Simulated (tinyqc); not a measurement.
Error from band bending against le.

In A the levels shift by pb (1 - z/W)^2 for z < W. The signal from depth z is weighted by exp(-z/le)/le, so the centroid shifts by pb [1 - 2/a + (2/a^2)(1 - exp(-a))], a = W/le, and the error of iA against its value at the interface is that less pb.

Parameters, values chosen for the exercise: band bending in A at the interface pb = 0.79 V; width of the bent region W = 16 nm.

Results:
```
le (nm),a,centroid shift (eV),error (meV)
0.5,32.00,0.7422,-47.83
1.9,8.421,0.6247,-165.3
4.8,3.333,0.4531,-336.9
6.2,2.581,0.3970,-393.0
7.7,2.078,0.3497,-440.3
9.1,1.758,0.3144,-475.6
10.6,1.509,0.2834,-506.6
12,1.333,0.2595,-530.5
```

Estimate the missing row, le = 3.4 nm.

Computed row:
```
le (nm),a,centroid shift (eV),error (meV)
3.4,4.706,0.5250,-265.0
```

With this row back in the table: The size of the error rises from 47.8 to 531 meV; for large a it is 2 |pb|/a. It is below 50 meV, a typical accuracy of the method, in 1 of the 9 rows. Heavily doped substrates and deep-probing photons need the correction.

Numbers from tinyqc (`OMP_NUM_THREADS=1 python tinyqc.py 2410168 2410169 out.jsonl`; about 0.01 s on one thread of a shared Intel Xeon 2.30GHz).
